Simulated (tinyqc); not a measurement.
# Worked calculation: transistor under a ferroelectric capacitor (negative capacitance), static model

Numbers from tinyqc (`OMP_NUM_THREADS=1 python tinyqc.py 2860029 2860030 out.jsonl`; about 0.02 s on one thread of a shared Intel Xeon 2.30GHz). Printed values are rounded.

A ferroelectric film of thickness tf lies between the gate and an inner metal at potential v, which drives an ordinary transistor. One domain, P = Q (background permittivity neglected): Vg = v + tf (2 al Q + 4 be Q^3), al = -3 sqrt(3) Ec/(4 Pr), be = 3 sqrt(3) Ec/(8 Pr^3). Gate charge Q(v) = Qi + Cp v with the channel charge Qi = Cox n Vt ln(1 + exp((v - VT)/(n Vt))). Q in uC/cm^2, E in kV/cm; 1 nm times 1 kV/cm is 1e-4 V. Domains, leakage and the switching time are left out.

Values chosen for this exercise; Pr and Ec close to those of hafnium oxide based films: temperature T = 300 K; remanent polarisation Pr = 11 uC/cm^2; coercive field Ec = 800 kV/cm; capacitance of the inner oxide Cox = 3.9 uF/cm^2; overlap capacitance per gate area Cp = 0.78 uF/cm^2; threshold of the inner transistor VT = 0.31 V; subthreshold factor of the inner transistor n = 1.32; ferroelectric thickness tf = 5.1 nm; gate voltage Vg = 0.45 V.

Constants: q = 1.602176634e-19 C, kB = 1.380649e-23 J/K, Vt = kB T/q. Results are converted to the units shown.

## Landau coefficients and capacitance at zero charge

al = -3 sqrt(3) Ec/(4 Pr), be = 3 sqrt(3) Ec/(8 Pr^3); C_FE(0) = 1/(2 al tf); far below threshold the gain is 1/(1 + 2 al tf Cp) near Q = 0 and the swing n Vt ln 10/gain.

al = -94.47550 kV cm/uC
be = 0.3903946 kV cm^5/uC^3
C_FE(0) = -10.37721 uF/cm^2
gain near Q = 0 = 1.081274
swing = 72.66883 mV/decade

The swing is still above Vt ln 10 = 59.5 mV a decade; without the film it is 78.6.

## Gate voltage against inner potential

v, point 0 to 8 (V): 0  0.125  0.25  0.375  0.5  0.625  0.75  0.875  1

Q(v) and Vg(v) as above. C = dQ/dv = Cox/(1 + exp(-(v - VT)/(n Vt))) + Cp; dVg/dv = 1 + C tf (2 al + 12 be Q^2); gain = dv/dVg.

```
point	Q (uC/cm^2)	C (uF/cm^2)	Vg (V)	dVg/dv
0	0.000015	0.7804423	-0.0000015	0.9247927
1	0.098087	0.7971675	0.1155486	0.9231993
2	0.216161	1.353333	0.2291776	0.8697372
3	0.564468	4.174684	0.3207483	0.6008846
4	1.131507	4.665163	0.3921160	0.5647119
5	1.716013	4.679618	0.4636607	0.5819721
6	2.301000	4.679990	0.5379666	0.6082143
7	2.886000	4.680000	0.6160342	0.6421427
8	3.471000	4.680000	0.6988212	0.6837250
```

dVg/dv is positive at all listed points; its smallest value, 0.565, means a gain of 1.77. Minimising dVg/dv over v puts the thickness at which the fold first appears at 11.7 nm.

## Iteration 1: inner potential by Newton steps

v at the start = 0.45 V

f = v + tf (2 al Q + 4 be Q^3) - Vg, f' = 1 + C tf (2 al + 12 be Q^2) with C = Cox/(1 + exp(-(v - VT)/(n Vt))) + Cp; v(new) = v - f/f'.

Q = 0.8991819 uC/cm^2
f = -0.08607067 V
f' = 0.5640410
v after iteration 1 = 0.6025965 V

## Iteration 2: inner potential by Newton steps

As before.

Q = 1.611177 uC/cm^2
f = 6.663412e-4 V
f' = 0.5781042
v after iteration 2 = 0.6014438 V

## Course of the iteration: inner potential by Newton steps

Stop when v changes by less than 1e-10 V, or after 30 iterations.

Course of the iteration:
```
iteration	v (V)	|change| (V)
1	0.6025965	0.153
2	0.6014438	1.15e-3
3	0.6014437	1.91e-7
4	0.6014437	< 1e-13
```

Converged in 4 iterations. The change falls from 0.15 in the first iteration to below the tolerance in the last. There dVg/dv = 0.578, a gain of 1.73.
